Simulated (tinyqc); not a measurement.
What the corrections do to the levels: formation energy of a charged point defect from supercell energies. Computed by tinyqc, a small Python program. Command: `OMP_NUM_THREADS=1 python tinyqc.py 3030903 3030904 out.jsonl formation walk`. One thread of a shared host (Intel(R) Xeon(R) Processor @ 2.30GHz), about 0.01 s of CPU time with the checks.

The host is a compound AB. Making the defect adds n_A = 0, n_B = -1, n_X = 1 atoms to the cell. All total energies are inputs. E_F is counted from the valence-band maximum (VBM); x = 0 is A-rich and x = 1 B-rich growth.

Inputs (values chosen for the exercise, for a model compound AB):

| quantity | value | unit |
|---|---|---|
| gap E_g | 3.12 | eV |
| E_VBM of the host cell | 6.059 | eV |
| potential alignment dV | -0.11 | eV |
| dielectric constant eps | 9.83 | - |
| cell length L | 21.3 | angstrom |
| mu_B of the pure element | -7.557 | eV |
| formation enthalpy dH of AB | -1.59 | eV |
| growth condition x | 0.84 | - |
| mu_X of the pure element | -1.207 | eV |
| formation enthalpy of AX | -2 | eV |

Defect: impurity X on a B site. Supercell lattice: bcc.

charge states q: 3  2  1  0

E(defect, q) - E(host), in the order of q (eV): -10.744  -4.028  3.534  11.639

Constants: e^2/(4 pi eps_0) = 14.39964548 eV angstrom.

Method:
- dmu_A = x dH and dmu_B = (1 - x) dH, so that dmu_A + dmu_B = dH; mu = mu(element) + dmu. The impurity is held at its solubility limit: dmu_X = min(0, dH(AX) - dmu_A).
- The reservoir term is sum n_i mu_i.
- Image-charge correction of a point charge in a neutralising background: E_corr = q^2 alpha e^2/(4 pi eps_0) / (2 eps L), alpha = 2.888462 for a bcc array with L the cube root of the volume.
- E_f(q, E_F) = [E(defect, q) - E(host)] - sum n_i mu_i + q (E_VBM + dV + E_F) + E_corr(q).
- Levels eps(q/q-1) with the terms q dV and E_corr left out or kept.

E_f(q, 0) (eV): (q=+3) 2.05692, (q=+2) 2.32730, (q=+1) 3.64232, (q=0) 5.69900

E_corr (eV): (q=+3) 0.893918, (q=+2) 0.397297, (q=+1) 0.099324, (q=0) 0.000000

Levels above the VBM (eV):

| level | raw | with alignment | with image charge | with both |
|---|---|---|---|---|
| (+3/+2) | 0.6570 | 0.7670 | 0.1604 | 0.2704 |
| (+2/+1) | 1.5030 | 1.6130 | 1.2050 | 1.3150 |
| (+1/0) | 2.0460 | 2.1560 | 1.9467 | 2.0567 |

What does the comparison show, and why?

Alignment moves every level by -dV = +0.110 eV. The image term moves eps(q/q-1) by (1 - 2q) E_corr(1): (+3/+2) by -0.497, (+2/+1) by -0.298, (+1/0) by -0.099 eV, donor levels down and acceptor levels up. It adds 2 E_corr(1) = 0.199 eV to every U. Caution: the largest image-charge correction in these energies, q^2 alpha e^2/(8 pi eps_0 eps L) with alpha = 2.888462, exceeds a quarter of the gap; the point-charge term alone is then a rough estimate, usually too large for a charge that is spread out.

Extremes, crossings and ranges named in words are read from the listed rows.
